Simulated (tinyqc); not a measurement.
Local against global planarity over time: chemical-mechanical planarisation: Preston law, pattern density and step-height reduction. Computed by tinyqc, a small Python program. Command: `OMP_NUM_THREADS=1 python tinyqc.py 3013666 3013667 out.jsonl cmp walk`. One thread of a shared host (Intel(R) Xeon(R) Processor @ 2.30GHz), about 0.01 s of CPU time with the checks.

A row of 12 cells, repeated periodically, holds raised features that cover a share rho of each cell.

Inputs (values chosen for the exercise, close to those used for copper polishing):
```
quantity,value,unit
Preston coefficient K,5.8e-14,1/Pa
pressure P,42,kPa
platen and carrier speed,80,rpm
distance between the centres,19,cm
initial step height h0,370,nm
contact height h_c,93,nm
film above the raised areas z0,590,nm
cell size,1.8,mm
planarisation length,2.9,mm
```

local pattern densities, cell by cell: [0.1, 0.1, 0.3, 0.5, 0.6, 0.1, 0.4, 0.4, 0.3, 0.2, 0.9, 0.5]

Method:
- With equal rotation speeds the relative speed is uniform, v = omega r_c; Preston rate R0 = K P v.
- The stiff pad averages the density: rho_eff(i) = sum_j w_ij rho_j / sum_j w_ij, w = exp(-2 d^2/L^2), L the planarisation length and d the distance between cell centres, summed over all periodic images of cell j.
- While h > h_c only raised areas polish, at R0/rho_eff, until t_c = rho_eff (h0 - h_c)/R0. After that h = h_c exp(-(t - t_c)/tau), tau = rho_eff h_c/R0; low areas polish at R0 (1 - h/h_c) and raised areas at R0 [1 + (1 - rho_eff) h/(rho_eff h_c)]. Removed from raised areas after t_c: h0 - h_c + R0 (t - t_c) + (1 - rho_eff)(h_c - h); from low areas: R0 (t - t_c) - rho_eff (h_c - h). Film left = z0 less the removal from raised areas.
- Times are multiples of h0/R0; the range is the largest minus the smallest removal from raised areas.

effective densities: [0.214630, 0.164635, 0.302273, 0.458669, 0.450794, 0.299440, 0.333469, 0.366062, 0.315900, 0.394752, 0.615469, 0.483907]

blanket rate R0 = 3.87748 nm/s

Steps and range (nm):
```
multiple,t (s),largest step,smallest step,range across the row,mean removal from raised areas
0.10,9.54,309.88,145.26,164.62,113.78
0.20,19.08,249.77,14.56,250.69,219.72
0.30,28.63,189.65,1.30,238.65,303.78
0.45,42.94,99.47,0.03,205.03,389.33
0.60,57.25,37.81,0.00,181.35,453.11
0.80,76.34,10.38,0.00,170.80,529.68
1.00,95.42,2.85,0.00,167.90,604.19
1.30,124.05,0.41,0.00,166.97,715.32
1.70,162.22,0.03,0.00,166.82,863.33
```

What does the comparison show, and why?

Local steps shrink to 0.031 nm or less, but the range across the row reaches up to 250.7 nm among these rows and ends at 166.8 nm, against the limit (largest - smallest rho_eff) h0 = 166.8 nm: once flat, all cells polish alike and the difference stays. Evener density (dummy fill), a longer planarisation length or a smaller initial step reduces it. Caution: in the last rows the removal passes z0 somewhere, so they describe a thicker film than the one given.

Extremes, crossings and ranges named in words are read from the listed rows.
